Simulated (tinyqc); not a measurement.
Worked calculation: density of states of one tight-binding band on the triangular lattice. Values are carried at full precision from step to step, so a last printed digit may differ when a step is redone from the rounded ones.

E(k) = -2 t (cos 2 pi k1 + cos 2 pi k2 + cos 2 pi (k1 + k2)); k in fractions of the reciprocal vectors, mesh k_i = j/N with j = 0 .. N-1. Densities are per cell and per spin, so the band holds one state.

Inputs chosen for the exercise: t = 1.78 eV (nearest hopping); N = 8 (mesh points along each axis); bins = 6 (bins of the histogram); E_lo = -10.713 eV (lower end of the histogram); E_hi = 5.417 eV (upper end); E = -7.9 eV (energy at which the density is wanted); sigma = 0.356 eV (Gaussian width).

## Energies on the mesh

Evaluate the band at all 64 points and collect equal values.

Distinct energies:
```
E_k (eV)  points
-10.6800       1
-8.5946        6
-5.0346        6
-3.5600        6
0.0000        12
1.4746         6
3.5600        21
5.0346         6
```

The 64 points give 8 distinct energies between -10.6800 and 5.0346 eV; a dense mesh gives a band from -10.680 to 5.340 eV.

## Histogram

Count the points in equal bins from E_lo to E_hi; g = count/(all points x bin width).

Histogram:
```
from (eV)  to (eV)  points  g (1/eV)
-10.7130   -8.0247       7    0.0407
-8.0247    -5.3363       0    0.0000
-5.3363    -2.6480      12    0.0697
-2.6480     0.0403      12    0.0697
0.0403      2.7287       6    0.0349
2.7287      5.4170      27    0.1569
```

Empty bins: 1 of 6; the fullest holds 27 points. Empty bins inside the band come from the coarse mesh, not from gaps.

## Gaussian broadening at one energy

Gaussian broadening: g(E) = mean over the mesh of exp(-(E - E_k)^2/(2 sigma^2))/(sigma sqrt(2 pi)), n(E) = mean of erfc((E_k - E)/(sigma sqrt 2))/2.

Sum over the distinct energies with their counts.

n(E) = 0.1070
g(E) = 0.0157 1/eV

## One triangle of the mesh

For corner energies e1 <= e2 <= e3 and eij = ei - ej, the share of the triangle below E is n = (E - e1)^2/(e21 e31) for e1 < E < e2 and n = 1 - (e3 - E)^2/(e31 e32) for e2 < E < e3; its density of states is g = dn/dE.

corner energies, sorted (eV): [-8.5946, -5.0346, -3.5600]

Find its share below E and its density of states at E.

n = 0.0269
g = 0.0775 1/eV

E lies between corners 1 and 2.

## Sum over all linear triangles

Each cell of the mesh is cut along (i+1, j)-(i, j+1) into two triangles. For corner energies e1 <= e2 <= e3 and eij = ei - ej, the share of the triangle below E is n = (E - e1)^2/(e21 e31) for e1 < E < e2 and n = 1 - (e3 - E)^2/(e31 e32) for e2 < E < e3; its density of states is g = dn/dE.

Average n and g over all pieces of the mesh. The reference uses the same method with N = 240.

n(E) = 0.0659
g(E) = 0.0285 1/eV
reference n(E) = 0.077
reference g(E) = 0.030 1/eV

On this mesh the linear method errs by -0.001 1/eV in g and -0.011 in n; the Gaussian sum erred by -0.014 and +0.030.

## Checks

- States below the top of the band by the linear method against one: both 1.000000.

Computed by tinyqc, a small Python program: `OMP_NUM_THREADS=1 python tinyqc.py 1680641 1680642 out.jsonl` (the numbers bound the seed that draws the inputs); one thread of a shared host (Intel(R) Xeon(R) Processor @ 2.30GHz), about 0.1 s for the whole set of steps.
